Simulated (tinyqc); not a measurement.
Standing waves and exposure in a photoresist film: one step. Intensity and exposure over the lowest period. Two cases, with inputs chosen for the exercise.

Question. Nine depths from d - period to d. Without bleaching during the exposure the share of unexposed compound is m = exp(-C D I).

Normal incidence from air. Unexposed resist: N1 = n1 + i k1 with k1 = (A + B) lam/(4 pi), lam in micrometres. r01 = (1 - N1)/(1 + N1), t01 = 2/(1 + N1). Below the resist lie the layer Na = na + i ka and the substrate Ns = ns + i ks: r12 = (r1a + ras x)/(1 + r1a ras x), x = exp(4 pi i Na da/lam), r1a = (N1 - Na)/(N1 + Na), ras = (Na - Ns)/(Na + Ns). With p = exp(2 pi i N1 d/lam), the field at depth z is E(z) = t01 [exp(2 pi i N1 z/lam) + r12 p^2 exp(-2 pi i N1 z/lam)]/(1 + r01 r12 p^2), the relative intensity I(z) = n1 |E(z)|^2 and the reflectance R = |(r01 + r12 p^2)/(1 + r01 r12 p^2)|^2.

Give: Profile.

Case 1.

Values chosen (a resist on W, indices near tabulated ones; the results hold for these values, not for the real material):
- d = 164 nm (resist thickness)
- lam = 193 nm (vacuum wavelength)
- C = 0.019 cm^2/mJ (exposure rate (Dill C))
- D = 60 mJ/cm^2 (incident dose)

N1 = 1.6860000+0.0124403i
r12 = -0.100674-0.052818i
period = 57.2361 nm

Answer.

Profile:
```
z (nm),I,m
106.8,0.670,0.466
113.9,0.653,0.475
121.1,0.736,0.432
128.2,0.866,0.372
135.4,0.966,0.332
142.5,0.974,0.330
149.7,0.882,0.366
156.8,0.742,0.429
164.0,0.634,0.486
```

I runs from 0.634 to 0.974 on these points, so m runs from 0.330 to 0.486; the least exposed point listed lies 0.0 nm above the bottom.

Case 2.

Values chosen (a resist on Si, indices near tabulated ones; the results hold for these values, not for the real material):
- d = 560 nm (resist thickness)
- lam = 248 nm (vacuum wavelength)
- C = 0.021 cm^2/mJ (exposure rate (Dill C))
- D = 30 mJ/cm^2 (incident dose)

N1 = 1.7600000+0.0201299i
r12 = 0.331712+0.025774i
period = 70.4545 nm

Answer.

Profile:
```
z (nm),I,m
489.5,1.066,0.511
498.4,0.969,0.543
507.2,0.701,0.643
516.0,0.416,0.769
524.8,0.278,0.839
533.6,0.364,0.795
542.4,0.622,0.676
551.2,0.898,0.568
560.0,1.027,0.524
```

I runs from 0.278 to 1.066 on these points, so m runs from 0.511 to 0.839; the least exposed point listed lies 35.2 nm above the bottom.

Computed by tinyqc, one run a case: `OMP_NUM_THREADS=1 python tinyqc.py N N+1 out.jsonl` with N = 1682594, 1682644; one thread of a shared Intel(R) Xeon(R) Processor @ 2.30GHz, about 0.01 s a run at most.
